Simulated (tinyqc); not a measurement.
Mass and g factor above the band edge: five-level k.p model folded onto the conduction band.

Second-order sums for the lowest conduction level at E: 1/m = 1 + Cm + (Ep/3)(2/E + 1/(E + Dso)) - (Ep2/3)(2/(E7 + D2 - E) + 1/(E7 - E)); g/2 = 1 + Cg - (Ep/3)(1/E - 1/(E + Dso)) - (Ep2/3)(1/(E7 - E) - 1/(E7 + D2 - E)). E is counted from the top of the valence band; E = Eg at the edge.

Parameters, chosen for this exercise (near those of GaSb; not measured data):
- Eg = 0.807 eV (gap at Gamma to the s-like level)
- Dso = 0.753 eV (spin-orbit splitting)
- Ep = 27.1 eV (Kane energy)
- E7 = 3.23 eV (upper Gamma7 conduction level, from the valence top)
- D2 = 0.31 eV (its spin-orbit splitting, Gamma8 above Gamma7)
- Ep2 = 3.1 eV (Kane energy to the upper levels)
- Cm = -2.8 (remote term in 1/m)
- Cg = 0 (remote term in g/2)

The sums are evaluated at E = Eg + dE, as is done for confined or hot electrons.

Results:

| dE (meV) | m(E) | g(E) | m(E)/m(Eg) | 1 + dE/Eg |
|---|---|---|---|---|
| 0 | 0.0397 | -8.903 | 1.0000 | 1.0000 |
| 19 | 0.0406 | -8.529 | 1.0241 | 1.0235 |
| 48 | 0.0421 | -7.996 | 1.0611 | 1.0595 |
| 97 | 0.0446 | -7.187 | 1.1244 | 1.1202 |
| 145 | 0.0471 | -6.490 | 1.1871 | 1.1797 |
| 194 | 0.0497 | -5.862 | 1.2522 | 1.2404 |
| 291 | 0.0549 | -4.817 | 1.3841 | 1.3606 |

Over 291 meV the mass grows by 38.4 %, against 36.1 % for two levels alone, and g moves from -8.903 to -4.817, towards the free value 2.

Run: tinyqc, `OMP_NUM_THREADS=1 python tinyqc.py 1081504 1081505 out.jsonl`; Intel(R) Xeon(R) Processor @ 2.30GHz, one thread, shared host; about 0.01 s of CPU time with all checks.
